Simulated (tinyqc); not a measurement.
# Worked calculation: undoped symmetric double-gate MOSFET, analytic potential model

tinyqc, about 0.01 s, one thread, Intel Xeon 2.30GHz (shared host): `OMP_NUM_THREADS=1 python tinyqc.py 2440064 2440065 out.jsonl` Printed values are rounded.

An undoped body of thickness ts between two equal insulators and tied gates; long channel, electrons only, n = ni exp((psi - V)/Vt) with V the quasi-Fermi potential (0 at the source, Vd at the drain), constant mobility, no quantisation. Across the body psi(x) = V - 2 Vt ln[(ts/(2 beta)) sqrt(q ni/(2 eps0 eps_r Vt)) cos(2 beta x/ts)], x from the centre. Q is the electron charge per area of the whole body.

Parameters, values chosen for the exercise; material values close to those of silicon: temperature T = 400 K; band gap Eg = 1.12 eV; relative permittivity of the semiconductor eps_r = 11.9; conduction-band density of states at T Nc = 4.25e19 cm^-3; valence-band density of states at T Nv = 4.08e19 cm^-3; relative permittivity of the gate insulator eox = 7.59; insulator thickness tox = 4.7 nm; body thickness ts = 15 nm; gate work function less that of the intrinsic body dphi = 0.19 V; channel mobility mu = 590 cm^2/(V s); gate length L = 1 um; gate voltage Vg = 0.43 V; drain voltage Vd = 0.1 V.

Constants: q = 1.602176634e-19 C, kB = 1.380649e-23 J/K, Vt = kB T/q, eps0 = 8.8541878128e-14 F/cm where lengths are in cm. Results are converted to the units shown.

## Constants of the body

ni = sqrt(Nc Nv) exp(-Eg/(2 Vt)), Eg in volts; r = eps_r tox/(eox ts); V0 = dphi + 2 Vt ln[(2/ts) sqrt(2 eps0 eps_r Vt/(q ni))].

ni = 3.66298e12 cm^-3
r = 0.491260
V0 = 0.614026 V

## Iteration 1: beta at the source by Newton steps in z = ln(tan beta)

z at the start = 1

With V = 0, t = exp(z), beta = arctan(t): f = ln(beta) + (1/2) ln(1 + t^2) + 2 r beta t - (Vg - V0)/(2 Vt); with c = t/(1 + t^2), df/dz = c/beta + t c + 2 r t (c + beta); z(new) = z - f/(df/dz).

beta = 1.21828
f = 7.18407
df/dz = 5.26592
z after iteration 1 = -0.364258

## Iteration 2: beta at the source by Newton steps in z = ln(tan beta)

As before.

beta = 0.607168
f = 2.78181
df/dz = 1.83151
z after iteration 2 = -1.88311

## Course of the iteration: beta at the source by Newton steps in z = ln(tan beta)

Stop when z changes by less than 1e-11, or after 60 iterations.

Course of the iteration:
```
iteration	z	|change|
1	-0.364258	1.36
2	-1.88311	1.52
3	-2.65541	0.772
4	-2.67486	0.0195
5	-2.67486	4.16e-6
6	-2.67486	1.87e-13
```

Converged in 6 iterations. At the end the number of correct digits about doubles with each step.

## Charges and drain current

beta_s = 0.0688075
beta_d = 0.0162385

beta (between 0 and pi/2) solves (Vg - V0 - V)/(2 Vt) = ln(beta) - ln(cos beta) + 2 r beta tan(beta). Q = 8 eps0 eps_r Vt beta tan(beta)/ts; I = mu (1/L)(4 eps0 eps_r/ts)(2 Vt)^2 [g(beta_s) - g(beta_d)] per width, g = beta tan(beta) - beta^2/2 + r beta^2 tan^2(beta), with beta_s at V = 0 and beta_d at V = Vd.

Qs = 0.918513 nC/cm^2
Qd = 0.0510808 nC/cm^2
g(beta_s) = 0.00238577
g(beta_d) = 1.31902e-4
I = 0.0177570 uA/um

The term r beta^2 tan^2(beta), which gives the square law, makes up 0.463 % of g at the source.

## Potential and electron density across the body at the source

x/ts, point 0 to 6: 0  0.1  0.2  0.3  0.4  0.45  0.5

psi(x) as above with V = 0 and beta = beta_s; n = ni exp(psi/Vt).

```
point	psi (V)	n (cm^-3)
0	0.239515	3.81590e15
1	0.239522	3.81663e15
2	0.239542	3.81880e15
3	0.239574	3.82241e15
4	0.239620	3.82749e15
5	0.239648	3.83057e15
6	0.239679	3.83403e15
```

The density at the surface is 1.00 times that at the centre (1/cos^2 beta).
